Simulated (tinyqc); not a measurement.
Koster-Slater impurity in a tight-binding band, by Green functions and by supercells: one step, computed by the program tinyqc.

One orbital per site, e(k) = -2 t sum cos(k_i) over 3 direction(s), band from -6 t to 6 t, lattice constant 1. One site has the extra energy U. Spin is left out.

Problem. The level in the supercell. In a periodic cell of N sites along each direction with Bloch vector K, the level solves 1/U = N^-d sum_k 1/(E - e(k)), k_i = (2 pi m_i + K_i)/N, m_i = 0..N-1; the outermost root on the side of U is taken (bisection). d is the number of directions. Gamma means K_i = 0, the zone corner K_i = pi, the quarter point K_i = pi/2. The error is measured against the isolated level E_b.

Inputs (values chosen for the exercise, for a model band): hopping t = 1.9 eV; impurity potential U = -10.7 eV; supercell edge N = 4 sites.

Lattice: simple cubic.

level E_b = -12.97112 eV

Give: level at Gamma; level at the corner; level at the quarter point; error at Gamma; width between Gamma and the corner.

Solution.

level at Gamma = -13.16 eV

level at the corner = -12.82 eV

level at the quarter point = -12.97 eV

error at Gamma = -0.1917 eV

width between Gamma and the corner = 0.3442 eV

Images turn the level into a band 0.344 eV wide; the quarter point misses the isolated level by 0.0023 eV, far less than Gamma, because the leading hopping between images averages out there.
